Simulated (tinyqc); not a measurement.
Minority carriers and saturation current of a heavily doped emitter: effect of the doping.

n-type, parabolic bands, full ionisation. eta = (EF - Ec)/kB T solves N = Nc F12(eta), F12(x) = (2/sqrt(pi)) int_0^infinity sqrt(u)/(1 + exp(u - x)) du. The gap shrinks rigidly by dEg = E1 [ln(N/N0) + sqrt(ln^2(N/N0) + 0.5)], an empirical law that is here taken as the true narrowing.

ni = sqrt(Nc Nv) exp(-Eg/(2 Vt)), Eg in volts; degeneracy factor g = F12(eta) exp(-eta); nie^2 = ni^2 exp(dEg/kB T) g, p0 = nie^2/N; apparent narrowing dEg + kB T ln g. 1/tau = Cn N^2 + 1/ts, D = mup Vt, L = sqrt(D tau); J0 = (q p0 D/L)(s + tanh(W/L))/(1 + s tanh(W/L)), s = S L/D; the share recombining inside is 1 - 1/[cosh(W/L)(1 + tanh(W/L)/s)]. The mobility is held fixed.

Values chosen for this exercise; band and dielectric values those of a made-up semiconductor: temperature T = 350 K; band gap Eg = 1.22 eV; conduction-band density of states at 350 K Nc = 2.94e19 cm^-3; valence-band density of states at 350 K Nv = 3.99e19 cm^-3; energy of the narrowing law E1 = 9.8 meV; density of the narrowing law N0 = 9.6e16 cm^-3; minority-hole mobility mup = 180 cm^2/(V s); Auger coefficient Cn = 2.2e-31 cm^6/s; defect lifetime ts = 1.2 us; emitter width W = 83 nm; recombination velocity at the contact S = 3e5 cm/s.

Constants: q = 1.602176634e-19 C, kB = 1.380649e-23 J/K, Vt = kB T/q. Results are converted to the units shown.

Result of one run:

| N (cm^-3) | apparent narrowing (meV) | p0 (cm^-3) | L (nm) | J0 (fA/cm^2) | share inside (%) |
|---|---|---|---|---|---|
| 6.4e17 | 38.20 | 1.762e4 | 2.425e4 | 5.806e5 | 0.003141 |

What becomes of these results when the ionised donor density N is changed from 6.4e17 to 9.2e18 cm^-3, all else the same?

Result of the changed run:

| N (cm^-3) | apparent narrowing (meV) | p0 (cm^-3) | L (nm) | J0 (fA/cm^2) | share inside (%) |
|---|---|---|---|---|---|
| 9.2e18 | 86.64 | 6107 | 5283 | 2.014e5 | 0.06612 |

The whole series:

| N (cm^-3) | apparent narrowing (meV) | p0 (cm^-3) | L (nm) | J0 (fA/cm^2) | share inside (%) |
|---|---|---|---|---|---|
| 6.4e17 | 38.20 | 1.762e4 | 2.425e4 | 5.806e5 | 0.003141 |
| 1.6e18 | 55.42 | 1.247e4 | 1.972e4 | 4.110e5 | 0.004750 |
| 3.8e18 | 71.38 | 8916 | 1.164e4 | 2.938e5 | 0.01364 |
| 9.2e18 | 86.64 | 6107 | 5283 | 2.014e5 | 0.06612 |
| 2.2e19 | 99.07 | 3856 | 2249 | 1.275e5 | 0.3637 |
| 5.4e19 | 105.4 | 1938 | 919.3 | 6.504e4 | 2.141 |
| 1.3e20 | 97.10 | 611.4 | 382.1 | 2.230e4 | 11.30 |
| 3.2e20 | 56.61 | 64.87 | 155.2 | 3449 | 44.44 |

The apparent narrowing goes from 38.2 through a maximum of 105 (at N = 5.4e19 cm^-3 among the rows listed) to 56.6 meV. p0 goes as N^(-0.38) between the first two rows and N^(-2.49) between the last two (-1 without narrowing or degeneracy), and J0 falls from 5.81e5 to 3450 fA/cm^2.

Range of the model: Band tails, non-parabolic bands and incomplete ionisation are left out.

Program tinyqc, `OMP_NUM_THREADS=1 python tinyqc.py 2330128 2330129 out.jsonl`; Intel Xeon 2.30GHz, shared host, one thread, about 0.01 s.
